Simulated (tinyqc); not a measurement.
Worked calculation: Hueckel theory of the pi electrons, for the molecule O=Cc1cc2cccccc-2c1 (SMILES; centres numbered as the heavy atoms are written). One step of it, computed by the program tinyqc.

Problem. Orbitals. Diagonalise; E = alpha + x beta with beta < 0, so the largest x are filled first; degenerate levels share their electrons. P = sum n_i c_ri c_si; each orbital has its largest coefficient positive (the first on a tie).

Hueckel matrix in units of beta (H = alpha + beta A):
```
,1O,2C,3C,4C,5C,6C,7C,8C,9C,10C,11C,12C
1O,1.000000,1.000000,0.000000,0.000000,0.000000,0.000000,0.000000,0.000000,0.000000,0.000000,0.000000,0.000000
2C,1.000000,0.000000,1.000000,0.000000,0.000000,0.000000,0.000000,0.000000,0.000000,0.000000,0.000000,0.000000
3C,0.000000,1.000000,0.000000,1.000000,0.000000,0.000000,0.000000,0.000000,0.000000,0.000000,0.000000,1.000000
4C,0.000000,0.000000,1.000000,0.000000,1.000000,0.000000,0.000000,0.000000,0.000000,0.000000,0.000000,0.000000
5C,0.000000,0.000000,0.000000,1.000000,0.000000,1.000000,0.000000,0.000000,0.000000,0.000000,1.000000,0.000000
6C,0.000000,0.000000,0.000000,0.000000,1.000000,0.000000,1.000000,0.000000,0.000000,0.000000,0.000000,0.000000
7C,0.000000,0.000000,0.000000,0.000000,0.000000,1.000000,0.000000,1.000000,0.000000,0.000000,0.000000,0.000000
8C,0.000000,0.000000,0.000000,0.000000,0.000000,0.000000,1.000000,0.000000,1.000000,0.000000,0.000000,0.000000
9C,0.000000,0.000000,0.000000,0.000000,0.000000,0.000000,0.000000,1.000000,0.000000,1.000000,0.000000,0.000000
10C,0.000000,0.000000,0.000000,0.000000,0.000000,0.000000,0.000000,0.000000,1.000000,0.000000,1.000000,0.000000
11C,0.000000,0.000000,0.000000,0.000000,1.000000,0.000000,0.000000,0.000000,0.000000,1.000000,0.000000,1.000000
12C,0.000000,0.000000,1.000000,0.000000,0.000000,0.000000,0.000000,0.000000,0.000000,0.000000,1.000000,0.000000
```

pi electrons, sum of z_r less the charge = 12

Give: x values; occupations; coefficients; charge and bond-order matrix P.

Solution.

x values: 2.378  1.886  1.537  1.356  0.914  0.477  -0.250  -0.733  -0.738  -1.753  -1.979  -2.095

occupations: 2.000  2.000  2.000  2.000  2.000  2.000  0.000  0.000  0.000  0.000  0.000  0.000

coefficients:
```
,MO1,MO2,MO3,MO4,MO5,MO6,MO7,MO8,MO9,MO10,MO11,MO12
1O,0.167,0.504,0.507,0.000,-0.476,0.000,0.313,-0.340,0.000,0.089,0.112,0.000
2C,0.231,0.446,0.272,0.000,0.041,0.000,-0.391,0.590,0.000,-0.245,-0.333,0.000
3C,0.381,0.337,-0.089,0.000,0.513,0.000,-0.215,-0.092,0.000,0.341,0.547,0.000
4C,0.338,0.095,-0.204,0.221,0.214,0.543,0.223,-0.261,0.299,-0.176,-0.375,-0.259
5C,0.423,-0.158,-0.225,0.299,-0.317,0.259,0.160,0.283,-0.221,-0.032,0.195,0.543
6C,0.245,-0.235,0.083,0.484,-0.187,-0.160,-0.422,-0.230,-0.357,0.264,-0.206,-0.335
7C,0.159,-0.285,0.353,0.357,0.147,-0.335,-0.054,-0.115,0.484,-0.431,0.212,0.160
8C,0.134,-0.302,0.460,0.000,0.321,0.000,0.436,0.314,0.000,0.491,-0.215,0.000
9C,0.159,-0.285,0.353,-0.357,0.147,0.335,-0.054,-0.115,-0.484,-0.431,0.212,-0.160
10C,0.245,-0.235,0.083,-0.484,-0.187,0.160,-0.422,-0.230,0.357,0.264,-0.206,0.335
11C,0.423,-0.158,-0.225,-0.299,-0.317,-0.259,0.160,0.283,0.221,-0.032,0.195,-0.543
12C,0.338,0.095,-0.204,-0.221,0.214,-0.543,0.223,-0.261,-0.299,-0.176,-0.375,0.259
```

charge and bond-order matrix P:
```
,1O,2C,3C,4C,5C,6C,7C,8C,9C,10C,11C,12C
1O,1.531,0.765,-0.110,-0.202,0.055,0.107,-0.015,-0.099,-0.015,0.107,0.055,-0.202
2C,0.765,0.656,0.471,0.147,-0.095,-0.067,0.023,0.069,0.023,-0.067,-0.095,0.147
3C,-0.110,0.471,1.060,0.578,-0.070,-0.179,0.017,0.145,0.017,-0.179,-0.070,0.578
4C,-0.202,0.147,0.578,1.108,0.625,0.046,-0.235,-0.018,0.178,-0.033,-0.202,-0.265
5C,0.055,-0.095,-0.070,0.625,1.024,0.569,0.012,-0.202,-0.068,0.156,0.397,-0.202
6C,0.107,-0.067,-0.179,0.046,0.569,0.834,0.669,0.164,-0.237,-0.206,0.156,-0.033
7C,-0.015,0.023,0.017,-0.235,0.012,0.669,0.986,0.634,0.026,-0.237,-0.068,0.178
8C,-0.099,0.069,0.145,-0.018,-0.202,0.164,0.634,0.848,0.634,0.164,-0.202,-0.018
9C,-0.015,0.023,0.017,0.178,-0.068,-0.237,0.026,0.634,0.986,0.669,0.012,-0.235
10C,0.107,-0.067,-0.179,-0.033,0.156,-0.206,-0.237,0.164,0.669,0.834,0.569,0.046
11C,0.055,-0.095,-0.070,-0.202,0.397,0.156,-0.068,-0.202,0.012,0.569,1.024,0.625
12C,-0.202,0.147,0.578,-0.265,-0.202,-0.033,0.178,-0.018,-0.235,0.046,0.625,1.108
```
